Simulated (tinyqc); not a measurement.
## Doping and voltage from widths and field

Question. In the depletion approximation an abrupt p-n junction has a triangular field: peak E = q Nd xn/(eps0 eps_r) = q Na xp/(eps0 eps_r), W = xn + xp, and Vbi - V = E W/2. Find Nd, Na and Vbi - V.

Parameters, values chosen for the exercise: relative permittivity eps_r = 9.14.

Constants: q = 1.602176634e-19 C, eps0 = 8.8541878128e-14 F/cm where lengths are in cm. Results are converted to the units shown.

W = 291.20901 nm
peak field = 242.32918 kV/cm
xn = 13.021541 nm

Solution. Gauss's law on each side gives its doping from the peak field and its width; the voltage is the area of the triangle.

Nd = 9.400e17 cm^-3
Na = 4.400e16 cm^-3
Vbi - V = 3.528 V

Program tinyqc, `OMP_NUM_THREADS=1 python tinyqc.py 2000029 2000030 out.jsonl`; Intel Xeon 2.30GHz, shared host, one thread, about 0.02 s.
